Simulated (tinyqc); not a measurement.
Compensation sets the slope of the freeze-out: donors with valley-orbit split 1s states.

Each donor binds at most one electron, in any of its states. For a site s, W_s = sum over its states of g exp(E/kT), and the ionised share is 1/(1 + W_s exp(eta)), eta = (EF - Ec)/kT; n = Nc F_1/2(eta); neutrality n + NA = ND x (mean ionised share); holes are neglected. Nc from N = 2 (m kB T/(4 pi c))^(3/2) with c = hbar^2/2m0, in 1/angstrom^3; times 1e24 for 1/cm^3, m = md. F_j(eta) = (1/Gamma(j + 1)) integral_0^infinity x^j dx/(1 + exp(x - eta)), which tends to exp(eta) for eta << 0.

Constants: hbar^2/2m0 = 3.80998211 eV angstrom^2; kB = 8.617333262e-05 eV/K.

Parameters, chosen for this exercise (near those of As in Si; not measured data): md = 1.042 m0 (density-of-states mass of the conduction band); E = (51.7, 30.3, 29.5) meV (binding energies of 1s(A1), 1s(T2), 1s(E)); g = (2, 6, 4) (their degeneracies with spin); ND = 2.1e+15 1/cm^3 (donors).

NA = K ND. The slope energy is -d ln(n T^(-p))/d(1/kT) between 30 and 36 K, with p = 3/4 for K = 0 and p = 3/2 otherwise.

Results:

| K | n(30 K) (1/cm^3) | n(36 K) (1/cm^3) | slope energy (meV) |
|---|---|---|---|
| 0 | 1.35e+12 | 8.17e+12 | 25.80 |
| 0.0010 | 6.61e+11 | 7.19e+12 | 32.78 |
| 0.010 | 8.58e+10 | 2.79e+12 | 49.76 |
| 0.050 | 1.65e+10 | 6.03e+11 | 51.56 |
| 0.20 | 3.48e+09 | 1.28e+11 | 51.64 |
| 0.50 | 8.70e+08 | 3.19e+10 | 51.65 |

What does the comparison show, and why?

Without acceptors the slope is 25.80 meV, against half the ground-state energy, 25.85; with K = 0.05 it is 51.56 meV, against the full 51.7. The full energy (less a few meV where excited levels lie within a few kT) shows where n is far below NA, since the acceptors then hold EF near the donor level: n(36 K)/NA is 3.4 for K = 0.001 and 0.0057 for K = 0.05; for K = 0.001 the sample is still in or near the uncompensated regime, where p = 3/2 is the wrong power, so that slope means little.

Program tinyqc; command `OMP_NUM_THREADS=1 python tinyqc.py 1682180 1682181 out.jsonl`; about 0.01 s on one thread of a shared Intel(R) Xeon(R) Processor @ 2.30GHz.
